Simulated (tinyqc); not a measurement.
Transfer-length model of a contact: one step of the calculation.

A metal contact of length d and width W on a thin layer of the same width. The metal has no resistance, the sheet resistance under it equals Rsh, and current enters the layer at the front edge x = 0.

Problem. Contact resistivity. rc = Rsh Lt^2. Short cuts: Rsh A^2 (long contact, Lt = A) and Rc W d (short contact, even current).

Parameters, values chosen for the exercise:

| symbol | value | unit | meaning |
|---|---|---|---|
| rc | 4.9e-6 | ohm cm^2 | specific contact resistivity |
| d | 2.7 | um | contact length |
| W | 110 | um | contact width |

Rsh = 53.001749 ohm/sq
Rc = 2.0621893 ohm
A = 4.2798743 um
converged Lt = 3.0404796 um

Find: rc; Rsh A^2; Rc W d.

Solution.

rc = 4.900e-6 ohm cm^2
Rsh A^2 = 9.709e-6 ohm cm^2
Rc W d = 6.125e-6 ohm cm^2

The extracted rc is within 0.01 % of the value 4.9e-6 ohm cm^2 that made the data.

tinyqc, about 0.01 s, one thread, Intel Xeon 2.30GHz (shared host): `OMP_NUM_THREADS=1 python tinyqc.py 2760066 2760067 out.jsonl`
